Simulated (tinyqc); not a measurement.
Admittance spectroscopy of a deep trap: admittance against temperature.

Schottky contact on an n-type layer with shallow donors Nd (all ionised) and a donor-like deep trap, neutral when filled and positive when empty; depletion approximation. Traps within lam of the depletion edge stay filled. The traps at xt = W - lam, where the level crosses the Fermi level, follow a slow signal and not a fast one. w = 2 pi f.

Emission rate en = sn vth(T) Nc(T) exp(-Et/kB T) = sn g T^2 exp(-Et/kB T), g = vth Nc/(300 K)^2, as vth goes as T^0.5 and Nc as T^1.5 (degeneracy factor 1). lam = sqrt(2 eps0 eps_r (EF - ET)/(q Nd)), EF - ET = Et - (kB T/q) ln(Nc(T)/Nd), Nc(T) = Nc (T/300 K)^1.5. In the steady state at the band bending V, 2 eps0 eps_r V/q = Nd W^2 + Nt (W - lam)^2 (the second term only if W > lam). V = Vbi + Vr. C_HF = eps0 eps_r/W, C_LF = eps0 eps_r (Nd + Nt)/(Nd W + Nt xt). Inflection frequency w0 = 2 en [1 + Nt xt/(Nd W)]; C = C_HF + (C_LF - C_HF)/(1 + (w/w0)^2), G/w = (C_LF - C_HF)(w/w0)/(1 + (w/w0)^2).

Parameters, values chosen for the exercise; material values close to those of germanium:
- eps_r = 15.8 (relative permittivity)
- Nc = 1.03e19 cm^-3 (conduction-band density of states at 300 K)
- vth = 3.4e7 cm/s (thermal velocity at 300 K)
- Nd = 8.9e15 cm^-3 (shallow donor density)
- Vbi = 0.44 V (built-in voltage)
- Et = 0.22 eV (depth of the trap below the conduction edge)
- sn = 3.7e-14 cm^2 (capture cross-section)
- Nt = 2.3e15 cm^-3 (trap density)
- Vr = 0 V (reverse bias)
- f = 2.3e5 Hz (signal frequency)

Constants: q = 1.602176634e-19 C, kB = 1.380649e-23 J/K, eps0 = 8.8541878128e-14 F/cm where lengths are in cm. Results are converted to the units shown.

Results:

| T (K) | w0/(2 pi) (Hz) | C (nF/cm^2) | G/w (nF/cm^2) |
|---|---|---|---|
| 135 | 5644 | 48.59 | 0.1673 |
| 142 | 1.589e4 | 48.66 | 0.4621 |
| 148 | 3.585e4 | 48.82 | 1.009 |
| 155 | 8.586e4 | 49.51 | 2.137 |
| 161 | 1.715e5 | 51.05 | 3.080 |
| 175 | 7.234e5 | 54.48 | 1.791 |
| 181 | 1.258e6 | 54.80 | 1.080 |
| 188 | 2.299e6 | 54.87 | 0.5925 |
| 194 | 3.734e6 | 54.85 | 0.3607 |
| 201 | 6.354e6 | 54.81 | 0.2080 |

Estimate the missing row, T = 168 K.

Computed row:

| T (K) | w0/(2 pi) (Hz) | C (nF/cm^2) | G/w (nF/cm^2) |
|---|---|---|---|
| 168 | 3.622e5 | 53.30 | 2.858 |

With this row back in the table: G/w goes from 0.167 through a maximum of 3.08 (at T = 161 K among the rows listed) to 0.208 nF/cm^2, where w0 passes the signal: w0/(2 pi) rises from 5640 to 6.35e6 Hz. C goes from 48.6 through a maximum of 54.9 (at T = 188 K among the rows listed) to 54.8 nF/cm^2.

Program tinyqc, `OMP_NUM_THREADS=1 python tinyqc.py 2050088 2050089 out.jsonl`; Intel Xeon 2.30GHz, shared host, one thread, about 0.01 s.
